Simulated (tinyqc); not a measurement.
Molecular dynamics of a small cluster by velocity Verlet steps: one step, computed by the program tinyqc.

E = sum_(i<j) phi(r_ij), phi(r) = eps [exp(-2 alpha (r - r0)) - 2 exp(-alpha (r - r0))]; the force on i is -sum_j phi'(r_ij) (R_i - R_j)/r_ij.

Problem. State at the start. Velocity Verlet: a = c F/M with c = 9.648533212e-3 angstrom/fs^2 per eV/(angstrom u); R(new) = R + v dt + a dt^2/2; v(new) = v + (a + a(new)) dt/2. Kinetic energy K = M v^2/(2c); temperature T = 2K/((3N - 3) k_B), rotation of the cluster included. After each step v is scaled by sqrt(1 + (dt/tau)(T0/T - 1)).

Inputs (values chosen for the exercise, for model atoms):
```
quantity,value,unit
length r0,2.34,angstrom
well depth eps,0.6,eV
stiffness alpha,1.83,1/angstrom
atomic mass M,41.2,u
time step dt,4.5,fs
target temperature T0,500,K
coupling time tau,500,fs
```

Potential: Morse. Thermostat: Berendsen.

starting positions (angstrom):
```
,x,y,z
atom 1,0.04,-0.01,0
atom 2,2.33,-0.03,0.01
atom 3,1.19,2.05,0.04
atom 4,1.17,0.68,1.97
atom 5,1.17,0.66,-1.89
```

starting velocities (angstrom/fs):
```
,x,y,z
atom 1,0.00024,0.00041,9e-05
atom 2,-0.00034,-0.00078,-0.00156
atom 3,-0.00022,0.00163,0.00125
atom 4,-0.00046,-0.00285,0.00099
atom 5,0.00078,0.00159,-0.00077
```

Constants: 1 eV/(angstrom u) = 9.648533212e-03 angstrom/fs^2; k_B = 8.617333262e-05 eV/K.

Give: forces; potential energy; kinetic energy; temperature.

Solution.

forces (eV/angstrom):
```
,x,y,z
atom 1,-0.2189,0.0532,0.2428
atom 2,0.1138,0.1383,0.1671
atom 3,0.0184,-0.3083,-0.0339
atom 4,0.0210,-0.0265,-0.4446
atom 5,0.0658,0.1433,0.0687
```

potential energy = -5.450 eV

kinetic energy = 0.04420 eV

temperature = 85.49 K
